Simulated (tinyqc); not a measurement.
Free and nearly free electrons in a metal: sweeps and comparisons. A value that a table varies takes the place of the one given here.

The cubic cell holds 4 atoms: n = 4 z/a^3, kF = (3 pi^2 n)^(1/3), EF = c kF^2/m, vF = 2 c kF/(m hbar), c = hbar^2/2m0; rs = (3/(4 pi n))^(1/3)/a0; D(EF) = 3 n/(2 EF).

Two plane waves k and k - G, G = (111) (2 pi/a): H = [[c k^2/m, V], [V, c (k - G)^2/m]] with c = hbar^2/2m0.

Square wire of width w with grain size w: rho/rho0 = 1/(1 - 3 al/2 + 3 al^2 - 3 al^3 ln(1 + 1/al)) + (3/4) (1 - p) l/w, with al = (l/w) Rg/(1 - Rg) (Mayadas-Shatzkes plus the thick-wire form of Fuchs-Sondheimer); l = hbar kF/(n e^2 rho), e = 1.602176634e-19 C.

Constants: hbar^2/2m0 = 3.80998211 eV angstrom^2; hbar = 6.58211957e-16 eV s; a0 (Bohr radius) = 0.5291772105 angstrom.

Parameters, chosen for this exercise (near those of Cu, whose d bands this model ignores; shifted at random, so the results belong to these values and not to a real crystal):
- a = 3.641 angstrom (fcc lattice constant)
- z = 1 (free electrons an atom)
- m = 1.2 m0 (mass)
- rho = 1.72 micro-ohm cm (bulk resistivity)
- p = 0.2 (specularity of the surfaces)
- Rg = 0.55 (reflection at grain boundaries)
- w = 30 nm (wire width)

## When the Fermi surface touches the face

On the face the lower band is E = c (G^2/4 + q^2)/m - V, q along the face. EF is held at its free value. A neck opens where EF > c G^2/(4m) - V, with radius q; the second band fills where EF > c G^2/(4m) + V.

Necks:
```
V (eV)  lower band at the face centre (eV)  neck radius (1/angstrom)  radius/kF
0.2                                  6.891                         -          -
0.5                                  6.591                         -          -
0.8                                  6.291                         -          -
1.1                                  5.991                         -          -
1.4                                  5.691                    0.1633      0.121
1.8                                  5.291                    0.3907      0.290
2.2                                  4.891                    0.5279      0.391
2.6                                  4.491                    0.6361      0.472
```

EF = 5.776 eV
c G^2/(4m) = 7.091 eV

Contact needs V > 1.315 eV. It is first met at V = 1.4 eV of those listed, and the radius then grows as the square root of the excess, to 0.472 kF at 2.6 eV. EF is held at its free value here; a count of states lowers it as V grows, strongly for V of an eV or more, so the threshold is a lower bound, the radii are upper bounds, and some necks may vanish.

## Resistivity of narrow wires

Wires:
```
w (nm)     al  grain term (factor - 1)  surface term  rho (micro-ohm cm)
200     0.238                    0.339         0.117                2.50
100     0.475                    0.667         0.233                3.27
50      0.950                    1.311         0.466                4.78
30      1.584                    2.162         0.777                6.78
20      2.376                    3.222         1.166                9.27
14      3.394                    4.583         1.666               12.47
10      4.751                    6.395         2.332               16.73
7       6.788                    9.112         3.332               23.12
```

l = 38.87 nm

At 7 nm the resistivity is 13.44 times the bulk value; grain boundaries add more (9.11 from grains, 3.33 from surfaces). It passes twice the bulk value between 100 and 50 nm. The surface formula is meant for w above l = 39 nm, so the rows below that are rough.

## What sets the wire resistivity

All results formed anew. Each row changes one parameter from the base and keeps the others.

Results:
```
case                      EF (eV)  l (nm)  wire rho (micro-ohm cm)
base                        5.776   38.87                    6.776
a = 3.75 angstrom           5.445   41.24                    7.079
m = 1.44 m0                 4.813   38.87                    6.776
rho = 2.064 micro-ohm cm    5.776   32.40                    7.133
p = 0.5                     5.776   38.87                    6.275
Rg = 0.385                  5.776   38.87                    4.989
w = 21 nm                   5.776   38.87                    8.913
```

The largest shifts from the base row, up to three for each result and ties (the steps differ in size, so this ranks the rows, not the parameters). EF (eV): m -0.963, a -0.331; unchanged at the printed digits by rho, p, Rg and w. l (nm): rho -6.48, a +2.36; unchanged at the printed digits by m, p, Rg and w. wire rho (micro-ohm cm): w +2.136, Rg -1.787, p -0.501; unchanged at the printed digits by m. The mass drops out of l at given rho, because vF falls and tau rises by the same factor.

Computed by tinyqc, a small Python program: `OMP_NUM_THREADS=1 python tinyqc.py 1650152 1650153 out.jsonl` (the numbers bound the seed that draws the inputs); one thread of a shared host (Intel(R) Xeon(R) Processor @ 2.30GHz), about 0.01 s for the whole set of steps.
